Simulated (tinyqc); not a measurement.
Decay of LO phonons and the hot-phonon bottleneck in the cooling of electrons: one step, computed by the program tinyqc. Command: `OMP_NUM_THREADS=1 python tinyqc.py 3030529 3030530 out.jsonl hotphonon walk`. One thread of a shared host (Intel(R) Xeon(R) Processor @ 2.30GHz), about 0.01 s of CPU time with the checks.

n(E, T) = 1/(exp(E/(k_B T)) - 1) is the Bose occupation. Electrons have a temperature T_e; the LO modes within their reach share one occupation N; the decay products stay at the lattice temperature.

Question. Spontaneous emission time. Froehlich coupling alpha = (e^2/(4 pi eps_0)) (1/eps_inf - 1/eps_s) k_0/(2 hbar omega), k_0 = sqrt(m* hbar omega/(hbar^2/(2 m_0))); emission time tau_sp = hbar/(2 alpha hbar omega); bottleneck ratio r = (n/N_m) tau/tau_sp.

Inputs (values chosen for the exercise, modelled on indium arsenide): LO energy hbar omega = 29.2 meV; lattice temperature T = 300 K; electron mass m* = 0.0255 m_0; eps_inf = 11.9; static dielectric constant eps_s = 15.5; electron density n = 8.7e+17 1/cm^3; density of LO modes that the electrons reach, N_m = 1e+19 1/cm^3.

Decay channel: two equal phonons (Klemens).

phonon lifetime tau = 2.613481 ps

Constants: e^2/(4 pi eps_0) = 14.39964548 eV angstrom; hbar^2/(2 m_0) = 3.80998212 eV angstrom^2; hbar = 6.582119569e-16 eV s.

Give: alpha; emission time tau_sp; bottleneck ratio r.

Answer.

alpha = 0.06728

emission time tau_sp = 167.5 fs

bottleneck ratio r = 1.357

r compares the rate at which electrons exchange quanta with a mode to its decay rate. The two are comparable, so part of the emitted quanta is reabsorbed.
